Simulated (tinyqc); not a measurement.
RKS/LDA (VWN5) in the sto-3g basis, for BeH2, spin multiplicity 1, step by step. One step of it, computed by the program tinyqc.

Question. Orthogonalisation. S = U s U^T; canonical form X = U s^(-1/2), so that X^T S X = 1. Each column of U has its largest component positive (the first on a tie).

overlap S, lower triangle:
```
           1Be 1s    1Be 2s   1Be 2px    1Be 2py   1Be 2pz     2H 1s     3H 1s
1Be 1s   1.000000
1Be 2s   0.259517  1.000000
1Be 2px  0.000000  0.000000  1.000000
1Be 2py  0.000000  0.000000  0.000000   1.000000
1Be 2pz  0.000000  0.000000  0.000000   0.000000  1.000000
2H 1s    0.041726  0.369878  0.000000   0.453108  0.008359  1.000000
3H 1s    0.041726  0.369878  0.000000  -0.453108  0.008359  0.013411  1.000000
```

Give: eigenvalues of S; X.

Answer.

eigenvalues of S: 0.3525  0.4433  0.9552  1.0000  1.0006  1.6143  1.6341

X:
```
               1        2        3       4        5       6        7
1Be 1s    0.0000  -0.4051   0.9110  0.0000  -0.1040  0.2768   0.0000
1Be 2s    0.0000   1.0861  -0.0557  0.0000  -0.0120  0.5419   0.0000
1Be 2px   0.0000   0.0000   0.0000  1.0000   0.0000  0.0000   0.0000
1Be 2py   1.1848   0.0000   0.0000  0.0000   0.0000  0.0000   0.5560
1Be 2pz   0.0000   0.0203   0.1179  0.0000   0.9929  0.0096   0.0000
2H 1s    -0.8466  -0.6752  -0.3162  0.0000   0.0365  0.3529   0.3891
3H 1s     0.8466  -0.6752  -0.3162  0.0000   0.0365  0.3529  -0.3891
```
